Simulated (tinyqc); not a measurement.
Worked calculation: averaged masses of warped heavy- and light-hole bands. Values are carried at full precision from step to step, so a last printed digit may differ when a step is redone from the rounded ones.

Constants: Ry = 13.60569312 eV; a0 (Bohr radius) = 0.5291772105 angstrom; kB = 8.617333262e-05 eV/K; hbar^2/2m0 = 3.80998211 eV angstrom^2.

Parameters, chosen for this exercise (near those of GaSb; the results hold for these values, not for the real material): g1 = 13.38 (Luttinger gamma1); g2 = 4.69 (gamma2); g3 = 5.99 (gamma3); eps = 15.65 (dielectric constant); mso = 0.125 m0 (split-off mass); Dso = 0.766 eV (spin-orbit splitting); T = 77 K (temperature).

## Other forms of the parameters

Dresselhaus-Kip-Kittel form E = c [A k^2 -/+ sqrt(B^2 k^4 + C^2 (kx^2 ky^2 + ky^2 kz^2 + kz^2 kx^2))] with A = g1, B = 2 g2, C^2 = 12 (g3^2 - g2^2). Spherical form: mu = (6 g3 + 4 g2)/(5 g1), delta = (g3 - g2)/g1, masses 1/(g1 (1 -/+ mu)). Effective rydberg R* = Ry/(g1 eps^2) and radius a* = a0 g1 eps.

A, B, |C|: [13.380, 9.380, 12.908]

mu, delta: [0.8176, 0.0972]

spherical masses, heavy and light (m0): [0.4098, 0.0411]

R* = 4.15 meV
a* = 110.8 angstrom

delta/mu = 0.12 measures the warping against the spherical splitting.

## Masses along six directions

Four-band hole energies E = c k^2 f(u), c = hbar^2/2m0, f = g1 -/+ 2 sqrt(g2^2 + 3 (g3^2 - g2^2) s), s = ux^2 uy^2 + uy^2 uz^2 + uz^2 ux^2 for the unit vector u; minus for heavy, plus for light holes; the mass along u is 1/f.

Give s and both masses.

Masses (m0):
```
direction        s   heavy   light
[100]      0.00000  0.2500  0.0439
[110]      0.25000  0.5015  0.0404
[111]      0.33333  0.7143  0.0394
[210]      0.16000  0.3741  0.0415
[221]      0.29630  0.6023  0.0398
[321]      0.25000  0.5015  0.0404
```

The heavy mass grows by a factor of 2.86 from [100] to [111] while the light one shrinks by 10 %; 1/m_heavy + 1/m_light = 2 g1 in every direction.

## Density-of-states masses from three directions

m_d^(3/2) is the angular mean of m(u)^(3/2). The rule mean = (10 F[100] + 16 F[110] + 9 F[111])/35 is exact for cubic harmonics up to sixth order. Total m_d = (m_h^(3/2) + m_l^(3/2))^(2/3).

m^(3/2):
```
direction    heavy    light
[100]      0.12500  0.00921
[110]      0.35510  0.00811
[111]      0.60368  0.00783
```

m_d heavy, light (m0): [0.4997, 0.0412]

total = 0.5076 m0
share of light holes = 2.3 %

## Averages on a grid

Grid: n x n midpoints in cos(theta) from 0 to 1 and phi from 0 to pi/2, equal weights. m_d = <f^(-3/2)>^(2/3). Conductivity mass for one scattering time: 1/m_c = <|w|^2 f^(-5/2)>/<f^(-3/2)> with w = grad_k(k^2 f)/(2 k), that is |w|^2 = f^2 + |angular gradient of f|^2/4.

Use n = 40.

m_d heavy, light (m0): [0.4592, 0.0411]

m_c heavy, light (m0): [0.3389, 0.0409]

The three-direction rule differs from the grid by +8.82 % for heavy holes. Warping makes m_c of the heavy holes 26 % smaller than m_d; on a sphere the two are equal.

## Effective density of states

Nv = 2 (kT/(4 pi c))^(3/2) [m_h^(3/2) + m_l^(3/2) + mso^(3/2) exp(-Dso/kT)], c = hbar^2/2m0, parabolic bands, m_h and m_l the density-of-states masses from the grid; 1 angstrom^-3 = 1e24 cm^-3.

prefactor = 3.2631e+18 cm^-3

the three terms: [0.31122, 0.00832, 0.00000]

Nv = 1.043e+18 cm^-3

shares (%): [97.4, 2.6, 0.0]

kT/Dso = 0.01, small enough for the four-band form.

## Checks

- m_d and m_c of heavy holes for g2 = g3 against 1/(g1 - 2 g3): they agree to 1e-10 or better.
- m_d of heavy holes on grids of 40 and 160: both 0.4592.

tinyqc: `OMP_NUM_THREADS=1 python tinyqc.py 1081359 1081360 out.jsonl`; about 0.01 s, one thread, shared Intel(R) Xeon(R) Processor @ 2.30GHz.
